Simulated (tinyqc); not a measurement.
Speciation in dilute and buffered hydrofluoric acid, oxide etch rate and bath loading: one step, computed by the program tinyqc.

Concentrations stand for activities, NH4+ and Cl- are spectators, and water ionisation is neglected. H, F and HF2 denote the ions H+, F- and HF2-. The base temperature is 298 K.

Task: One trial. Fluoride balance: [HF] + [F] + 2 [HF2] + 2 [H2F2] = HF added + NH4F added. Acid balance: [H] + [HF] + [HF2] + 2 [H2F2] = HF added + HCl added. For a trial [H], [HF] = [H][F]/K1, and the fluoride balance is a quadratic in [F]. Take pH = 3. The residual is the left side of the acid balance less the right.

Inputs (values chosen for the exercise, of the order of those for thermal oxide at room temperature):

| quantity | value | unit |
|---|---|---|
| HF added | 0.063 | mol/L |
| NH4F added | 0 | mol/L |
| HCl added | 0.036 | mol/L |
| K1 = [H][F]/[HF] | 0.000696 | mol/L |
| K2 = [HF2]/([HF][F]) | 3.37 | L/mol |
| K3 = [H2F2]/[HF]^2 | 2.86 | L/mol |

Give: [F]; [HF]; [HF2]; [H2F2]; residual.

Result:

[F] = 0.02170 mol/L

[HF] = 0.03118 mol/L

[HF2] = 0.002280 mol/L

[H2F2] = 0.002780 mol/L

residual = -0.05898 mol/L

The residual is negative, so the pH lies below 3.
